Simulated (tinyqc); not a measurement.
Grain growth, pinning, strength and diffusional creep of a polycrystal or thin film: one step, computed by the program tinyqc. Command: `OMP_NUM_THREADS=1 python tinyqc.py 3016937 3016938 out.jsonl grain walk`. One thread of a shared host (Intel(R) Xeon(R) Processor @ 2.30GHz), about 0.01 s of CPU time with the checks.

One mean grain size d describes the structure.

Task: Diffusional creep at T_c. Nabarro-Herring rate = 14 sigma Omega D_l/(k_B T d^2), D_l = D0 exp(-Q_l/(k_B T)); Coble rate = 14 pi sigma Omega delta D_b/(k_B T d^3), delta D_b = delta D0b exp(-Q_b/(k_B T)); they are equal at d_x = pi delta D_b/D_l.

Inputs (values chosen for the exercise, modelled on gold):

| quantity | value | unit |
|---|---|---|
| atomic volume Omega | 16.96 | angstrom^3 |
| anneal temperature T | 405 | K |
| lattice diffusion energy Q_l | 1.82 | eV |
| boundary diffusion energy Q_b | 0.89 | eV |
| lattice prefactor D0 | 4.6e-05 | m^2/s |
| boundary prefactor delta D0b | 2.1e-14 | m^3/s |
| applied stress sigma | 72 | MPa |
| service temperature T_c | 462 | K |

grain size d = 81.50951 nm

Constants: k_B = 1.380649e-23 J/K; k_B = 8.617333262e-05 eV/K.

Give: Nabarro-Herring rate; Coble rate; crossover size d_x; time to 1 % strain.

Result:

Nabarro-Herring rate = 2.599e-10 1/s

Coble rate = 0.06386 1/s

crossover size d_x = 2.003e+07 micrometre

time to 1 % strain = 0.1566 s

Boundary diffusion carries the creep, by a factor 2.5e8. Caution: sigma Omega is not small against k_B T, as the linear creep laws assume. Caution: T_c is above the anneal temperature, so the grains would go on growing in service.
